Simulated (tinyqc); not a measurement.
# Admittance spectroscopy of a deep trap, step by step

Computed by the program tinyqc: `OMP_NUM_THREADS=1 python tinyqc.py 2050117 2050118 out.jsonl`, one thread of a shared Intel Xeon 2.30GHz, about 0.01 s for the whole run. Printed values are rounded.

Schottky contact on an n-type layer with shallow donors Nd (all ionised) and a donor-like deep trap, neutral when filled and positive when empty; depletion approximation. Traps within lam of the depletion edge stay filled. The traps at xt = W - lam, where the level crosses the Fermi level, follow a slow signal and not a fast one. w = 2 pi f.

Parameters, values chosen for the exercise; material values close to those of silicon:
```
symbol,value,unit,meaning
eps_r,11.6,,relative permittivity
Nc,2.86e19,cm^-3,conduction-band density of states at 300 K
vth,2.3e7,cm/s,thermal velocity at 300 K
Nd,3.2e16,cm^-3,shallow donor density
Vbi,0.52,V,built-in voltage
Et,0.35,eV,depth of the trap below the conduction edge
sn,1.8e-17,cm^2,capture cross-section
Nt,1.5e16,cm^-3,trap density
Vr,0.6,V,reverse bias
f,1.2e5,Hz,signal frequency
T,390,K,temperature
```

Constants: q = 1.602176634e-19 C, kB = 1.380649e-23 J/K, eps0 = 8.8541878128e-14 F/cm where lengths are in cm. Results are converted to the units shown.

## Widths and limiting capacitances

lam = sqrt(2 eps0 eps_r (EF - ET)/(q Nd)), EF - ET = Et - (kB T/q) ln(Nc(T)/Nd), Nc(T) = Nc (T/300 K)^1.5. In the steady state at the band bending V, 2 eps0 eps_r V/q = Nd W^2 + Nt (W - lam)^2 (the second term only if W > lam). V = Vbi + Vr. C_HF = eps0 eps_r/W, C_LF = eps0 eps_r (Nd + Nt)/(Nd W + Nt xt).

lam = 65.9014 nm
W = 193.104 nm
xt = 127.203 nm
C_HF = 53.1881 nF/cm^2
C_LF = 59.6893 nF/cm^2

The step is 12.2 % of C_HF.

## Admittance at the signal frequency

Emission rate en = sn vth(T) Nc(T) exp(-Et/kB T) = sn g T^2 exp(-Et/kB T), g = vth Nc/(300 K)^2, as vth goes as T^0.5 and Nc as T^1.5 (degeneracy factor 1). Inflection frequency w0 = 2 en [1 + Nt xt/(Nd W)]; C = C_HF + (C_LF - C_HF)/(1 + (w/w0)^2), G/w = (C_LF - C_HF)(w/w0)/(1 + (w/w0)^2).

en = 6.00310e5 1/s
w0/(2 pi) = 2.50087e5 Hz
C = 58.4726 nF/cm^2
G/w = 2.53567 nF/cm^2

The signal is slower than the trap, which mostly follows it.
